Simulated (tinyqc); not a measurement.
AlGaN/GaN HEMT with access regions, lumped model: one step of the calculation.

A polarisation-induced electron sheet under a Schottky gate, in series with two ungated access regions and contacts. Drift law v = mu E/(1 + mu E/vs) under the gate. Currents in mA/mm, resistances in ohm mm. No self-heating, no channel-length modulation; fits for polarisation, barrier and offset are chosen for the exercise.

Problem. Polarisation charge, threshold and sheet resistance. sigma = (5e13 x + 1.6e13 x^2) cm^-2, phiB = 0.84 + 1.3 x, dEc = 0.7 (1.71 x + x^2) in volts, Cb = eps0 eps_r/d, VT = phiB - dEc - q sigma/Cb, access density n0 = -Cb VT/q. Rsh = 1/(q mu n0); largest access current q n0 vs.

Inputs (values chosen for the exercise); values close to those of AlGaN/GaN structures:
```
symbol,value,unit,meaning
x,0.24,,aluminium share of the barrier
d,30,nm,barrier thickness
eps_r,9.3,,relative permittivity of barrier and channel
mu,1400,cm^2/(V s),channel mobility
vs,1.4e7,cm/s,saturation velocity
```

Constants: q = 1.602176634e-19 C, eps0 = 8.8541878128e-14 F/cm where lengths are in cm. Results are converted to the units shown.

Find: sigma; Cb; VT; n0; Rsh; q n0 vs.

Solution.

sigma = 1.2922e13 cm^-2
Cb = 0.27448 uF/cm^2
VT = -6.7181 V
n0 = 1.1509e13 cm^-2
Rsh = 387.36 ohm
q n0 vs = 2581.6 mA/mm

Numbers from tinyqc (`OMP_NUM_THREADS=1 python tinyqc.py 2570143 2570144 out.jsonl`; about 0.03 s on one thread of a shared Intel Xeon 2.30GHz).
